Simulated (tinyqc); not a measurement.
# Superjunction drift layer against a plain one, charge balance: what changes with what

Alternating n and p pillars of equal width wp, doping N and length Lp. When depleted, the lateral field peaks at Ex = q N wp/(2 eps0 eps_r) at the pillar junctions and a uniform vertical field Ey is added; breakdown is taken where Ex^2 + Ey^2 = Ef^2. Only the n pillars conduct, narrowed by the zero-bias depletion. A first-order model: the field peaks at the pillar ends are left out.

Inputs (values chosen for the exercise); values close to those of silicon:
- eps_r = 11.7 (relative permittivity of the semiconductor)
- E16 = 0.408 MV/cm (critical field at a doping of 1e16 cm^-3)
- mx = 1400 cm^2/(V s) (mobility at low doping)
- mi = 90 cm^2/(V s) (mobility at high doping)
- Nr = 1.3e17 cm^-3 (reference doping of the mobility)
- BV = 380 V (wanted breakdown voltage)
- wp = 1 um (width of each pillar)
- Ef = 0.31 MV/cm (critical field inside the pillars)
- a = 0.59 (lateral peak field as a share of Ef)
- Vb = 0.8 V (built-in voltage of the pillar junctions)
- dl = 7.4 % (charge imbalance (Nn - Np)/N)

Constants: q = 1.602176634e-19 C, eps0 = 8.8541878128e-14 F/cm where lengths are in cm. Results are converted to the units shown.

Each table varies one quantity; the others keep the values above.

## Effect of the width of each pillar

Ec(N) = E16 (N/1e16 cm^-3)^(1/8), mu(N) = mi + (mx - mi)/(1 + (N/Nr)^0.9). Plain drift layer for BV: N solves BV = eps0 eps_r Ec(N)^2/(2 q N), W = 2 BV/Ec, Rsp = W/(q mu N). Ex = a Ef gives N = 2 eps0 eps_r a Ef/(q wp); Ey = Ef sqrt(1 - a^2); Lp = BV/Ey; xd = sqrt(eps0 eps_r Vb/(q N)) on each side; Rsp = 2 Lp/(q mu(N) N (1 - 2 xd/wp)). An imbalance dl leaves the mean net doping |dl| N/2, which tilts the vertical field by s = q |dl| N/(2 eps0 eps_r): BV(dl) = Ey Lp - s Lp^2/2, or Ey^2/(2 s) if the field reaches zero inside the pillar.

The same in every row: Lp (um) = 15.18; Rsp, plain (mohm cm^2) = 15.72.

Effect of the width of each pillar:
```
wp (um),N (cm^-3),"Rsp, pillars (mohm cm^2)",BV(dl) (V)
0.2,1.183e17,0.6123,46.29
0.31,7.630e16,0.5893,71.74
0.49,4.827e16,0.6672,113.4
0.77,3.072e16,0.8316,178.2
1.2,1.971e16,1.100,250.0
1.9,1.245e16,1.540,297.9
3,7.884e15,2.225,328.0
```

What does the table show?

As wp goes from 0.2 to 3 um, Rsp of the pillars goes from 0.612 through a minimum of 0.589 (at wp = 0.31 um among the rows listed) to 2.23 mohm cm^2 and BV with the imbalance rises from 46.3 to 328 V. Narrow pillars allow more doping and so less resistance, but the same relative imbalance then leaves more net charge. At the narrow end falling mobility and the depleted edges undo the gain. For wp = 0.2 to 0.49 um the aspect ratio passes 30, which is hard to make. For wp = 0.2 to 0.49 um the zero-bias depletion takes over 40 % of the pillar, and the on-state voltage would narrow it further.

## Effect of the charge imbalance (Nn - Np)/N

Same model as above.

The same in every row: N (cm^-3) = 2.3652e16; Lp (um) = 15.182; Rsp, pillars (mohm cm^2) = 0.97454; Rsp, plain (mohm cm^2) = 15.721.

Effect of the charge imbalance (Nn - Np)/N:
```
dl (%),BV(dl) (V)
0,380.00
1,358.92
2,337.84
4,295.68
6,253.53
9,190.29
13,131.74
20,85.631
```

What does the table show?

As dl goes from 0 to 20 %, Rsp of the pillars stays at 0.975 mohm cm^2 and BV with the imbalance falls from 380 to 85.6 V. The loss is linear in |dl| while the field reaches through the pillar; it passes 10 % at |dl| = 1.80 %.

## Effect of the wanted breakdown voltage

Same model as above.

The same in every row: N (cm^-3) = 2.3652e16.

Effect of the wanted breakdown voltage:
```
BV (V),Lp (um),"Rsp, pillars (mohm cm^2)","Rsp, plain (mohm cm^2)",BV(dl) (V)
75,2.9965,0.19234,0.28643,68.924
110,4.3948,0.28210,0.73013,96.929
170,6.7920,0.43598,2.1346,138.78
260,10.388,0.66679,6.1185,186.98
390,15.582,1.0002,16.771,225.70
590,23.572,1.5131,47.051,231.43
890,35.558,2.2825,131.23,231.43
1400,55.934,3.5904,406.71,231.43
```

Read the table: what changes, and by how much?

As BV goes from 75 to 1400 V, Rsp of the pillars rises from 0.192 to 3.59 mohm cm^2 and BV with the imbalance rises from 68.9 to 231 V. Rsp goes as BV^(1.00) for the pillars and BV^(2.48) for the plain layer; the pillars win in 8 of the 8 rows. For BV = 890 to 1400 V the aspect ratio passes 30, which is hard to make. At BV = 75 V the aspect ratio Lp/wp is under 3, where a pillar model without end effects fails.

Program tinyqc, `OMP_NUM_THREADS=1 python tinyqc.py 2590026 2590027 out.jsonl`; Intel Xeon 2.30GHz, shared host, one thread, about 0.01 s.
